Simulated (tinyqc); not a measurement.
Worked calculation: RKS/BLYP in the sto-3g basis, for Li-, spin multiplicity 1. The basis has no diffuse functions, so it cannot describe the extra electron: this is an exercise in the method, not the real anion. One step of it, computed by the program tinyqc.

Problem. Iteration 2: building the Kohn-Sham matrix. J_ij = sum D_kl (ij|kl); F = H + J + V_xc; E = tr D H + tr D J / 2 + E_xc + E_nn.

D after iteration 1, order 1Li 1s, 1Li 2s, 1Li 2px, 1Li 2py, 1Li 2pz:
```
[[2.123473, -0.512047, 0.000000, 0.000000, 0.000000],
 [-0.512047, 2.123473, 0.000000, 0.000000, 0.000000],
 [0.000000, 0.000000, 0.000000, 0.000000, 0.000000],
 [0.000000, 0.000000, 0.000000, 0.000000, 0.000000],
 [0.000000, 0.000000, 0.000000, 0.000000, 0.000000]]
```

core Hamiltonian H = T + V (hartree), order 1Li 1s, 1Li 2s, 1Li 2px, 1Li 2py, 1Li 2pz:
```
[[-4.406095, -0.984581, 0.000000, 0.000000, 0.000000],
 [-0.984581, -1.104759, 0.000000, 0.000000, 0.000000],
 [0.000000, 0.000000, -0.877579, 0.000000, 0.000000],
 [0.000000, 0.000000, 0.000000, -0.877579, 0.000000],
 [0.000000, 0.000000, 0.000000, 0.000000, -0.877579]]
```

Two-electron integrals (ij|kl) in chemists' order, unique and non-zero (hartree):
```
(11|11) 1.680395   (21|11) 0.265420   (21|21) 0.049941   (22|11) 0.397727
(22|21) 0.092860   (22|22) 0.290562   (31|31) 0.008981   (32|31) 0.013788
(32|32) 0.064184   (33|11) 0.396640   (33|21) 0.092880   (33|22) 0.290497
(33|33) 0.312946   (41|41) 0.008981   (42|41) 0.013788   (42|42) 0.064184
(43|43) 0.016869   (44|11) 0.396640   (44|21) 0.092880   (44|22) 0.290497
(44|33) 0.279207   (44|44) 0.312946   (51|51) 0.008981   (52|51) 0.013788
(52|52) 0.064184   (53|53) 0.016869   (54|54) 0.016869   (55|11) 0.396640
(55|21) 0.092880   (55|22) 0.290497   (55|33) 0.279207   (55|44) 0.279207
(55|55) 0.312946
```

nuclear repulsion = 0 hartree

V_xc (hartree), order 1Li 1s, 1Li 2s, 1Li 2px, 1Li 2py, 1Li 2pz:
```
[[-1.105841, -0.146750, 0.000000, 0.000000, 0.000000],
 [-0.146750, -0.214268, 0.000000, 0.000000, 0.000000],
 [0.000000, 0.000000, -0.212209, 0.000000, 0.000000],
 [0.000000, 0.000000, 0.000000, -0.212209, 0.000000],
 [0.000000, 0.000000, 0.000000, 0.000000, -0.212209]]
```

E_xc = sum of w rho eps_xc = -2.07888605 hartree

Give: Coulomb J; Kohn-Sham matrix F; total energy of this density.

Solution.

Coulomb J (hartree), order 1Li 1s, 1Li 2s, 1Li 2px, 1Li 2py, 1Li 2pz:
```
[[4.141, 0.710, 0.000, 0.000, 0.000],
 [0.710, 1.366, 0.000, 0.000, 0.000],
 [0.000, 0.000, 1.364, 0.000, 0.000],
 [0.000, 0.000, 0.000, 1.364, 0.000],
 [0.000, 0.000, 0.000, 0.000, 1.364]]
```

Kohn-Sham matrix F (hartree), order 1Li 1s, 1Li 2s, 1Li 2px, 1Li 2py, 1Li 2pz:
```
[[-1.371, -0.422, 0.000, 0.000, 0.000],
 [-0.422, 0.047, 0.000, 0.000, 0.000],
 [0.000, 0.000, 0.274, 0.000, 0.000],
 [0.000, 0.000, 0.000, 0.274, 0.000],
 [0.000, 0.000, 0.000, 0.000, 0.274]]
```

total energy of this density = -7.28861 hartree

This density is a damped mixture and is not idempotent.
